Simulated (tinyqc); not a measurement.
# Straight dislocations in isotropic elasticity: fields, energies, partials, Peierls stress and walls, step by step

A worked calculation. Computed by tinyqc, a small Python program that keeps every step. Command: `OMP_NUM_THREADS=1 python tinyqc.py 3018605 3018606 out.jsonl disloc walk`. One thread of a shared host (Intel(R) Xeon(R) Processor @ 2.30GHz), about 0.01 s of CPU time with the checks. Intermediate numbers are printed to about 7 digits and carried at full precision; extremes and crossings named in words are read from the listed rows.

The line runs along z, the glide plane is y = 0, and beta is the angle between b and the line (0 screw, 90 degrees edge): b_e = b sin(beta) along +x with the extra half plane at y > 0, b_s = b cos(beta). Stress is positive in tension.

Inputs (values chosen for the exercise, modelled on GaAs):

| quantity | value | unit |
|---|---|---|
| shear modulus G | 50.3 | GPa |
| Poisson ratio nu | 0.229 | - |
| Burgers vector b | 4 | angstrom |
| stacking-fault energy gamma | 42.8 | mJ/m^2 |
| dislocation density rho | 1.4e+12 | 1/m^2 |
| core radius r0/b | 1.5 | - |
| misfit volume of a solute dV | 7 | angstrom^3 |
| temperature T | 550 | K |
| unstable fault energy gamma_us | 1730 | mJ/m^2 |
| tilt angle theta | 1.7 | degrees |
| source length l | 1900 | nm |

Character: edge.

field point (x, y) (nm): 5.1  2.2

Constants: 1 eV/angstrom^3 = 160.2176634 GPa; k_B = 8.617333262e-05 eV/K.

## Line energy and line tension

Energy factor K = G [cos^2(beta) + sin^2(beta)/(1 - nu)]. E = K b^2/(4 pi) ln(R/r0) with R = 1/(2 sqrt(rho)); tension T = E + d^2E/d(beta)^2 = G b^2 [1 + nu - 3 nu sin^2(beta)]/(4 pi (1 - nu)) ln(R/r0). The core energy is taken into r0.

energy factor K = 65.23995 GPa

ln(R/r0) = 6.557198

line energy E = 33.99630 eV/nm

line tension T = 18.42599 eV/nm

stored energy rho E = 7.625530 kJ/m^3

T/E = 0.54: bowing turns parts of the line towards the cheaper screw character, so it is soft.

## Stress at a point

With D = G b_e/(2 pi (1 - nu)), S = G b_s/(2 pi), r^2 = x^2 + y^2: s_xx = -D y (3x^2 + y^2)/r^4, s_yy = D y (x^2 - y^2)/r^4, s_xy = D x (x^2 - y^2)/r^4, s_zz = nu (s_xx + s_yy), s_xz = -S y/r^2, s_yz = S x/r^2. Pressure p = -trace/3.

stress (MPa):
```
           x         y          z
x  -795.6158  471.1665     0.0000
y   471.1665  203.2483     0.0000
z     0.0000    0.0000  -135.6522
```

pressure p = 242.6732 MPa

The point lies above the glide plane, on the compressed side.

## Force on a second, equal dislocation at that point; binding of a solute

Peach-Koehler force per length on a parallel dislocation with the same b: in the glide plane F_x = s_xy b_e + s_yz b_s, normal to it F_y = -(s_xx b_e + s_xz b_s), which drives climb of the edge part or cross-slip of a screw. A solute with misfit volume dV has the energy p dV, and its dilute concentration is scaled by exp(-p dV/(k_B T)).

glide force F_x = 188.4666 mN/m

normal force F_y = 318.2463 mN/m

solute energy = 10.60253 meV

concentration ratio = 0.7995517

Along x the second dislocation is repelled. The oversized solute is depleted here.

## Splitting into partials

Shockley partials have b_p = b/sqrt(3) at the angles beta -/+ 30 degrees; their repulsion balances the fault at d = G b_p^2/(8 pi gamma) (2 - nu)/(1 - nu) [1 - 2 nu cos(2 beta)/(2 - nu)].

partial Burgers vector b_p = 2.309401 angstrom

splitting width d = 7.210058 nm

d/b = 18.02515

Widely split: cross-slip and climb need a constriction first.

## Peierls-Nabarro core of the undissociated dislocation

Misfit energy gamma(u) = (gamma_us/2)(1 - cos(2 pi u/b)), so the largest restoring stress is tau_max = pi gamma_us/b; u(x) = b/2 + (b/pi) arctan(x/zeta), zeta = K b/(4 pi tau_max). Summing the misfit energy over atomic rows a' apart gives, for a wide core, W_P = (K b^2/pi) exp(-2 pi zeta/a') and sigma_P = (K b/a') exp(-2 pi zeta/a'); a' = b/2 for edge and 30-degree lines, b sqrt(3)/2 for screw and 60-degree lines.

tau_max = 13.58739 GPa

half width zeta = 1.528367 angstrom

row spacing a' = 2 angstrom

Peierls barrier W_P = 170.4139 meV/nm

Peierls stress sigma_P = 1072.199 MPa

zeta/a' = 0.76 and sigma_P/G = 0.021: the stress falls by a factor e for each a'/(2 pi) of half width. Caution: in covalent crystals lines are dissociated and reconstructed and move by kinks, so this sinusoidal model gives only the trend.

## Strength from dislocations

Frank-Read source, averaged over the loop: tau = G b/(2 pi l) [(1 - nu/2)/(1 - nu)] ln(l/r0). Taylor hardening: tau = 0.3 G b sqrt(rho).

Frank-Read stress = 15.60225 MPa

Taylor stress = 7.141892 MPa

Of the source, forest and Peierls stresses the largest here is the Peierls stress. Caution: the source is longer than the mean dislocation spacing 1/sqrt(rho), so the forest would pin it into shorter segments and its stress is only formal. Caution: in covalent crystals the flow stress is largely set by thermally activated glide over the Peierls barrier, which the source and Taylor stresses leave out.

## Low-angle tilt boundary

A symmetric tilt wall of edge dislocations has the spacing h = b/(2 sin(theta/2)); Read-Shockley: gamma_b = E0 theta (A - ln theta), E0 = G b/(4 pi (1 - nu)), A = 1 + ln(b/(2 pi r0)), theta in radians.

spacing h = 13.48185 nm

boundary energy = 140.1295 mJ/m^2

angle of the maximum, exp(A - 1) = 6.079271 degrees

## Character of the line

E = K b^2/(4 pi) ln(R/r0); T = G b^2 [1 + nu - 3 nu sin^2(beta)]/(4 pi (1 - nu)) ln(R/r0).

From screw to edge:

| beta (degrees) | K (GPa) | E (eV/nm) | T (eV/nm) | d (nm) |
|---|---|---|---|---|
| 0 | 50.30000 | 26.21114 | 41.78145 | 4.247109 |
| 15 | 51.30079 | 26.73265 | 40.21693 | 4.445589 |
| 30 | 54.03499 | 28.15743 | 35.94258 | 4.987847 |
| 45 | 57.76997 | 30.10372 | 30.10372 | 5.728584 |
| 60 | 61.50496 | 32.05001 | 24.26486 | 6.469321 |
| 75 | 64.23916 | 33.47479 | 19.99051 | 7.011578 |
| 90 | 65.23995 | 33.99630 | 18.42599 | 7.210058 |

The edge costs 1/(1 - nu) = 1.297 times the screw in energy, yet its tension is only (1 - 2 nu)/(1 + nu) = 0.441 of the screw value, so loops under stress are elongated along b. The edge splits 1.70 times as widely, (2 + nu)/(2 - 3 nu), since there the larger, edge parts of the partials repel with the factor 1/(1 - nu) and the small screw parts attract, while in the screw the roles are exchanged.

Checks made by the program: zero divergence of the stress field, by differences and relative to the size of its gradient (relative difference below 1e-10); splitting against the force between the two partials (relative difference below 1e-10).
